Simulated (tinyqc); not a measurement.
Changing the starting thickness h0: spin coating of a resist or spin-on film: centrifugal thinning, evaporation and the final thickness (Emslie and Meyerhofer models). Computed by tinyqc, a small Python program. Command: `OMP_NUM_THREADS=1 python tinyqc.py 3113474 3113475 out.jsonl spincoat sweep`. One thread of a shared host (Intel(R) Xeon(R) Processor @ 2.30GHz), about 0.2 s of CPU time with the checks.

A Newtonian film stays uniform over the wafer; solvent and solids have the same density and the concentration is uniform through the thickness.

Inputs (values chosen for the exercise, of the order of those of a polymer resist in an ester solvent): solids volume fraction c0 = 0.16; kinematic viscosity of the solvent nu_s = 2.4 mm^2/s; viscosity constant k = 3100 mm^2/s; viscosity exponent gamma = 2.1; spin speed f = 6000 rpm; evaporation rate at 1000 rpm e0 = 0.13 micrometre/s; time t = 1.1 s; wafer radius R = 100 mm; shrinkage in the bake = 15 %.

Method:
- omega = 2 pi f/60; nu(c) = nu_s + k c^gamma; evaporation rate e = e0 sqrt(f/1000 rpm).
- Flow constant K = 2 omega^2/(3 nu(c0)); Reynolds number of the air omega R^2/nu_air with nu_air = 15 mm^2/s.
- dh/dt = -K h^3 gives h = h0/sqrt(1 + 2 K h0^2 t); for long times h = 1/sqrt(2 K t).
- Full model for solids s and liquid l per area, h = s + l, c = s/h: ds/dt = -c Q, dl/dt = -(1 - c) Q - e, Q = 2 omega^2 h^3/(3 nu(c)); integrated adaptively (relative tolerance 1e-9) until l = 0.
- Dry film = s at l = 0, before the bake; film after the bake = s x (1 - shrinkage).

One run for each value:
```
starting thickness h0 (micrometre)  dry film (nm)  h(t) without evaporation (micrometre)  time to dry (s)
20                                         824.84                                  9.554           15.476
39                                         828.96                                 10.475           15.737
75                                         829.52                                 10.762           15.803
140                                        829.59                                 10.842           15.820
280                                        829.61                                 10.866           15.825
540                                        829.61                                 10.872           15.826
1000                                       829.61                                 10.874           15.826
2000                                       829.61                                 10.874           15.827
```

Over the rows, dry film (nm) rises from 824.8 to 829.6; h(t) without evaporation (micrometre) rises from 9.55 to 10.9; time to dry (s) rises from 15.5 to 15.8. The exponent of dry film stays between 0.00 and 0.01, near 0: the excess is flung off.

Caution (all rows): above a Reynolds number of about 3e5 the air flow near the rim turns turbulent, and evaporation is no longer uniform.

Extremes, crossings and ranges named in words are read from the listed rows.
